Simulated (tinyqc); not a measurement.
# AlGaN/GaN HEMT with access regions, lumped model, step by step

Numbers from tinyqc (`OMP_NUM_THREADS=1 python tinyqc.py 2570104 2570105 out.jsonl`; about 0.01 s on one thread of a shared Intel Xeon 2.30GHz). Printed values are rounded.

A polarisation-induced electron sheet under a Schottky gate, in series with two ungated access regions and contacts. Drift law v = mu E/(1 + mu E/vs) under the gate. Currents in mA/mm, resistances in ohm mm. No self-heating, no channel-length modulation; fits for polarisation, barrier and offset are chosen for the exercise.

Inputs (values chosen for the exercise); values close to those of AlGaN/GaN structures: aluminium share of the barrier x = 0.27; barrier thickness d = 18 nm; relative permittivity of barrier and channel eps_r = 9.4; channel mobility mu = 1100 cm^2/(V s); saturation velocity vs = 1.2e7 cm/s; gate length Lg = 1 um; source access length Ls = 2 um; drain access length Ld = 4 um; resistance of each contact Rc = 0.28 ohm mm; share of the drain-access electrons removed by traps ft = 0; gate voltage Vg = -1 V; drain voltage Vd = 6 V; critical field Ec = 2.9 MV/cm; depth over which the depleted charge spreads te = 0.29 um; insulator under the field plate tf = 50 nm; relative permittivity of that insulator ei = 7.5.

Constants: q = 1.602176634e-19 C, eps0 = 8.8541878128e-14 F/cm where lengths are in cm. Results are converted to the units shown.

## Polarisation charge, threshold and sheet resistance

sigma = (5e13 x + 1.6e13 x^2) cm^-2, phiB = 0.84 + 1.3 x, dEc = 0.7 (1.71 x + x^2) in volts, Cb = eps0 eps_r/d, VT = phiB - dEc - q sigma/Cb, access density n0 = -Cb VT/q. Rsh = 1/(q mu n0); largest access current q n0 vs.

sigma = 1.466640e13 cm^-2
Cb = 0.4623854 uF/cm^2
VT = -4.265164 V
n0 = 1.230919e13 cm^-2
Rsh = 460.9646 ohm
q n0 vs = 2366.579 mA/mm

## Iteration 1: drain current

I at the start = 460 mA/mm

Access resistance R(L, n) = L/(q mu n sqrt(1 - (I/(q n vs))^2)); Rs = Rc + R(Ls, n0), Rd = Rc + R(Ld, (1 - ft) n0). Vg' = Vg - I Rs, Vd' = Vd - I (Rs + Rd); with u = Vg' - VT, Vc = vs Lg/mu and w the smaller of Vd' and Vc [sqrt(1 + 2 u/Vc) - 1] (0 if negative), the channel gives (mu Cb/Lg)(u w - w^2/2)/(1 + w/Vc). I(new) is that channel current.

Rs = 1.219854 ohm mm
Rd = 2.159709 ohm mm
Vg' = -1.561133 V
Vd' = 4.445401 V
channel current = 628.2566 mA/mm
I after iteration 1 = 628.2566 mA/mm

## Iteration 2: drain current

As before.

Rs = 1.236240 ohm mm
Rd = 2.192480 ohm mm
Vg' = -1.776676 V
Vd' = 3.845884 V
channel current = 558.5000 mA/mm
I after iteration 2 = 558.5000 mA/mm

## Course of the iteration: drain current

Stop when I changes by less than 1e-6 mA/mm, or after 60 iterations. I must stay below q (1 - ft) n0 vs.

Course of the iteration:
```
iteration  I (mA/mm)  |change| (mA/mm)
1           628.2566               168
2           558.5000              69.8
3           587.5579              29.1
4           575.4812              12.1
5           580.5049              5.02
6           578.4159              2.09
7           579.2847             0.869
8           578.9234             0.361
9           579.0737             0.150
...              ...               ...
15          579.0298           7.77e-4
16          579.0294           3.23e-4
17          579.0296           1.34e-4
18          579.0295           5.59e-5
19          579.0296           2.32e-5
20          579.0295           9.67e-6
21          579.0295           4.02e-6
22          579.0295           1.67e-6
23          579.0295           6.95e-7
```

Converged in 23 iterations. At the end each change is about 0.42 times the one before, with alternating sign: linear convergence. Of Vd, 67.1 % reaches the channel; the access current is 24 % of its limit.

## On-resistance and breakdown

sigma = (5e13 x + 1.6e13 x^2) cm^-2, phiB = 0.84 + 1.3 x, dEc = 0.7 (1.71 x + x^2) in volts, Cb = eps0 eps_r/d, VT = phiB - dEc - q sigma/Cb, access density n0 = -Cb VT/q. Ron = 2 Rc + Ls/(q mu n0) + Ld/(q mu (1 - ft) n0) + Lg/(mu Cb (Vg - VT)). Off state: a depleted stretch that holds the voltage V has the peak field sqrt(k V), k = 2 q n0/(eps0 eps_r te), so one edge holds V1 = Ec^2/k. The sheet under the plate pinches off at Vf = q n0 (1/Cb + tf/(eps0 ei)); beyond it the gate edge is screened. BV = V1 if Vf >= V1, else Vf + V1, and at most Ec Ld. Specific resistance Ron (Ls + Lg + Ld); figure of merit BV^2 over it.

Ron = 3.927929 ohm mm
Vf = 19.11425 V
V1 = 51.46368 V
BV = 70.57793 V
specific resistance = 0.2749550 mohm cm^2
figure of merit = 18.11658 MW/cm^2

The plate raises BV by a factor of 1.37.
